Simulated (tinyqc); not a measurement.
Thickness, silicon consumed, volume change, sheet resistance: thermodynamics of metal silicides: hull, first phase, silicon consumed, nucleation and stability against SiO2. Computed by tinyqc, a small Python program. Command: `OMP_NUM_THREADS=1 python tinyqc.py 3019158 3019159 out.jsonl silphase walk`. One thread of a shared host (Intel(R) Xeon(R) Processor @ 2.30GHz), about 0.01 s of CPU time with the checks.

Entropies of formation of the solids are neglected, so heats stand for free energies. Si fractions: M2Si 0.3333, MSi 0.5000, MSi2 0.6667.

Inputs (values chosen for the exercise, of the order of those of cobalt silicides for heats and volumes only): molar volume of M = 6.67 cm^3/mol; molar volume of Si = 12.06 cm^3/mol; metal thickness t = 14 nm.

Phases: M2Si, MSi, MSi2.

volumes of the three phases per mole of M (cm^3/mol): [9.99, 13.2, 23.8]

resistivities of the three phases (microohm cm): [56, 23, 29]

Method. Per phase M_a Si_b, for ample silicon (not limited to t_Si): silicide thickness = t V/V_M; silicon consumed = t (b/a) V_Si/V_M; net volume change = V/(V_M + (b/a) V_Si) - 1; the top surface lies (silicide thickness - silicon consumed) above the old interface; sheet resistance = resistivity/thickness.

Films:
```
phase,thickness (nm),Si consumed (nm),volume change (%),top above old interface (nm),sheet resistance (ohm)
M2Si,20.969,12.657,-21.339,8.3118,26.707
MSi,27.706,25.313,-29.525,2.3928,8.301
MSi2,49.955,50.627,-22.702,-0.6717,5.805
```

silicon consumed by MSi = 25.313 nm

sheet resistance of MSi = 8.3014 ohm

What follows from these numbers?

For a given sheet resistance the silicon consumed goes as resistivity x (b/a)/V: M2Si 2.80, MSi 1.74, MSi2 2.44. It is least for MSi, which matters on shallow junctions and thin silicon. All three reactions shrink the total volume.

Extremes, crossings and ranges named in words are read from the listed rows.
